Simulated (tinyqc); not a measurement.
n-type polysilicon, carrier trapping at grain boundaries: one step of the calculation.

One-dimensional grains of size Lg, uniform ionised doping N, monovalent traps Qt at each boundary at a depth Et below (for electrons) or above (for holes) the band edge there, abrupt depletion of width W on each side of a boundary, Boltzmann statistics. xi is the distance from the band edge at the grain centre to the Fermi level. Trapped charge Qt/(1 + exp((xi + VB - Et)/Vt)) = 2 N W, barrier VB = q N W^2/(2 eps0 eps_r).

Problem. New W. Partly depleted grain, xi = Vt ln(NB/N): f = 1/(1 + exp((xi + VB - Et)/Vt)), g = Qt f - 2 N W, g' = -2 Qt f (1 - f) VB/(W Vt) - 2 N, W(new) = W - g/g'.

Values chosen for this exercise; values of the order met in polycrystalline silicon: temperature T = 300 K; relative permittivity eps_r = 11.7; conduction-band density of states at T NB = 2.8e19 cm^-3; trap density of a grain boundary Qt = 1.5e12 cm^-2; depth of the trap level from the majority band edge at the boundary Et = 0.44 eV; doping N = 5e18 cm^-3.

Constants: q = 1.602176634e-19 C, kB = 1.380649e-23 J/K, Vt = kB T/q, eps0 = 8.8541878128e-14 F/cm where lengths are in cm. Results are converted to the units shown.

W at the start = 0.9 nm

Find: VB; f; g; g'; W after iteration 1.

Solution.

VB = 0.0031318 V
f = 1.0000
g = 6.0000e11 cm^-2
g' = -1.0000e12 cm^-2/nm
W after iteration 1 = 1.5000 nm

Computed by the program tinyqc: `OMP_NUM_THREADS=1 python tinyqc.py 2830140 2830141 out.jsonl`, one thread of a shared Intel Xeon 2.30GHz, about 0.01 s for the whole run.
